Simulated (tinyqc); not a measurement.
Drifting, spreading and decaying minority pulse (Haynes-Shockley), explicit time steps: one step of the calculation.

Low injection in a uniform field: dn/dt = D d2n/dx2 - v dn/dx - n/tau with D = mu Vt and v = mu F towards +x. Exact solution on an infinite bar for a Gaussian start at x0: n = N0 exp(-t/tau) exp(-(x - x0 - v t)^2/(2 s^2))/sqrt(2 pi s^2), s^2 = s0^2 + 2 D t.

Problem. Densities after a time step. (L n)_i = a n_(i-1) + b n_i + c n_(i+1), n = 0 beyond the ends. Explicit step: n(new) = n + L n.

a = 0.35999264
b = -0.60491708
c = 0.23838598

| node | n at t = 2 dt (1e11 cm^-3) |
|---|---|
| 1 | 1.3662950 |
| 2 | 3.9469519 |
| 3 | 7.4237424 |
| 4 | 9.7784948 |
| 5 | 9.0744911 |
| 6 | 5.8291762 |
| 7 | 2.4781250 |
| 8 | 0.6518985 |
| 9 | 0.0989708 |
| 10 | 0.0082080 |
| 11 | 0.0003587 |

Give: n at t = 3 dt.

Solution.

| node | n at t = 3 dt (1e11 cm^-3) |
|---|---|
| 1 | 1.4807 |
| 2 | 3.8209 |
| 3 | 6.6849 |
| 4 | 8.6990 |
| 5 | 8.4950 |
| 6 | 6.1605 |
| 7 | 3.2329 |
| 8 | 1.1733 |
| 9 | 0.2757 |
| 10 | 0.0390 |
| 11 | 0.0031 |

Numbers from tinyqc (`OMP_NUM_THREADS=1 python tinyqc.py 2310121 2310122 out.jsonl`; about 0.01 s on one thread of a shared Intel Xeon 2.30GHz).
